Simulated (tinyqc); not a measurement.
Valley splitting in a one-orbital chain of atomic planes (second-neighbour model): sweeps and comparisons. A value that a table varies takes the place of the one given here.

Each (001) plane carries one orbital with energy e0, hopping v to the next plane and u to the second: E(phi) = e0 + 2 v cos(phi) + 2 u cos(2 phi), where phi = pi - k a/4 (the sign of every second orbital is chosen so that v > 0, which shifts the phase by pi). The minimum lies at cos(phi0) = -v/(4u), phi0 = pi - (pi/2) k0 for a valley at k0 (2 pi/a), and e0 puts it at zero. A slab of N planes has hard walls: the matrix simply ends.

A well of Nw planes between barriers of 40 planes each (as of a SiGe alloy, taken as an offset alone). With x = j - 39.5 for plane j = 0, 1, ..., the potential is V0 (f(x) + f(Nw - x)) + F (j - 40) a/4, f(y) = 1/(1 + exp(y/L)), a step for L = 0; L is in planes, 4 L is about the distance over which f goes from 0.88 to 0.12, and 1 MV/m = 1e-4 V/angstrom.

Constants: hbar^2/2m0 = 3.80998211 eV angstrom^2.

Values chosen for the exercise (near those of the Delta valleys of silicon; abrupt walls in this chain split the valleys several times more than measured wells; not measured data): a = 5.43 angstrom (lattice constant; planes lie a/4 apart); ml = 0.913 m0 (longitudinal mass); N0 = 48 (first number of planes); Nf = 100 (planes in the thick slab); V0 = 0.3 eV (barrier height); F = 5 MV/m (field); Nw = 79 (planes in the well); k0 = 0.873 2 pi/a (position of the valley).

## Splitting against the number of planes

u = 0.589267 eV
v = 0.467101 eV
e0 = 1.271099 eV
phi0 = 1.770287 rad

Ten slabs from N0 on, of thickness (N - 1) a/4 between the outer planes. Effective mass: E1 = (c/ml)(pi/W)^2 with W = (N + 2) a/4: the amplitude vanishes on two missing planes at each end, and the envelope has its nodes N + 2 spacings apart. Large-N estimate of the splitting: 16 pi^2 u |sin(phi0) sin((N + 2) phi0)|/(N + 2)^3.

Doublet (meV):

| N | thickness (angstrom) | mean level | effective mass | splitting | estimate |
|---|---|---|---|---|---|
| 48 | 63.80 | 8.93 | 8.94 | 0.392 | 0.381 |
| 49 | 65.16 | 8.59 | 8.59 | 0.493 | 0.503 |
| 50 | 66.52 | 8.26 | 8.27 | 0.533 | 0.527 |
| 51 | 67.88 | 7.95 | 7.96 | 0.240 | 0.251 |
| 52 | 69.23 | 7.66 | 7.66 | 0.566 | 0.565 |
| 53 | 70.59 | 7.38 | 7.39 | 0.003 | 0.013 |
| 54 | 71.95 | 7.13 | 7.13 | 0.509 | 0.511 |
| 55 | 73.31 | 6.87 | 6.88 | 0.188 | 0.181 |
| 56 | 74.66 | 6.64 | 6.64 | 0.387 | 0.392 |
| 57 | 76.02 | 6.42 | 6.42 | 0.315 | 0.311 |

What does this show?

The mean level falls smoothly, from 8.9 to 6.4 meV, within 0.2 % of the effective-mass value. The splitting swings between 0.003 (N = 53) and 0.566 meV (N = 52): one plane more or less changes the phase between the two walls by phi0 = 1.770 rad. The estimate misses the computed values by at most 0.011 meV.

## Splitting against the electric field

A thick slab in a field F: plane j = 0, 1, ... gains the energy F j a/4 (1 MV/m = 1e-4 V/angstrom), which presses the electron against the first wall. The exponent is the slope of ln(splitting) against ln F between 20 and 50 MV/m.

Doublet:

| F (MV/m) | mean level (meV) | splitting (meV) | splitting/F (meV per MV/m) |
|---|---|---|---|
| 1 | 7.97 | 0.1511 | 0.1511 |
| 2 | 12.47 | 0.2786 | 0.1393 |
| 5 | 22.68 | 0.6927 | 0.1385 |
| 10 | 35.56 | 1.3856 | 0.1386 |
| 20 | 55.56 | 2.7720 | 0.1386 |
| 30 | 71.99 | 4.1590 | 0.1386 |
| 50 | 99.48 | 6.9346 | 0.1387 |

exponent = 1.00

What does this show, and why?

The splitting goes from 0.1511 to 6.9346 meV. At high field it grows as F^1.00: at a single hard wall it follows the squared slope of the envelope, which is proportional to F, while the level itself grows about as F^(2/3) (here F^0.64). A hard wall is the sharpest interface possible; real Si interfaces split several times less.

## Sharp and graded interfaces

The lowest doublet for several interface widths L.

Doublet:

| L (planes) | 4 L (angstrom) | mean level (meV) | splitting (micro-eV) |
|---|---|---|---|
| 0.00 | 0.00 | 21.35 | 693.11 |
| 0.25 | 1.36 | 21.45 | 336.54 |
| 0.50 | 2.71 | 21.61 | 51.32 |
| 0.75 | 4.07 | 21.81 | 8.82 |
| 1.00 | 5.43 | 22.06 | 1.60 |
| 1.50 | 8.14 | 22.69 | 0.04 |
| 2.00 | 10.86 | 23.46 | 0.00 |

What can be read from the table?

The mean level moves by +2.1 meV over the table, while the splitting falls from 693.1 micro-eV at a step to 1.60 at L = 1 plane, a factor 432. Coupling the valleys needs the Fourier component of the potential at twice the valley wave vector, a period of a few planes, and grading removes it. Random alloy disorder, left out here, sets the splitting once this part is gone.

## What each parameter does

Step interfaces (L = 0). u, v, e0 follow from 8 u sin^2(phi0) = (2c/ml)/(a/4)^2, v = -4u cos(phi0), e0 = 2u + v^2/(4u), c = hbar^2/2m0. Each row changes one parameter from the base and keeps the others.

Results:

| case | mean level (meV) | splitting (micro-eV) |
|---|---|---|
| base | 21.35 | 693.1 |
| k0 = 0.883 2 pi/a | 21.35 | 690.6 |
| ml = 1.004 m0 | 20.69 | 692.9 |
| V0 = 0.45 eV | 21.68 | 693.2 |
| F = 10 MV/m | 32.88 | 1385.5 |
| Nw = 80 | 21.35 | 692.7 |

How do the results move?

The largest shifts from the base row, up to three for each result and ties (the steps differ in size, so this ranks the rows, not the parameters). mean level (meV): F +11.53, ml -0.66, V0 +0.33; unchanged at the printed digits by k0 and Nw. splitting (micro-eV): F +692.4, k0 -2.5, Nw -0.4.

Run: tinyqc, `OMP_NUM_THREADS=1 python tinyqc.py 1482377 1482378 out.jsonl`; Intel(R) Xeon(R) Processor @ 2.30GHz, one thread, shared host; about 0.02 s of CPU time with all checks.
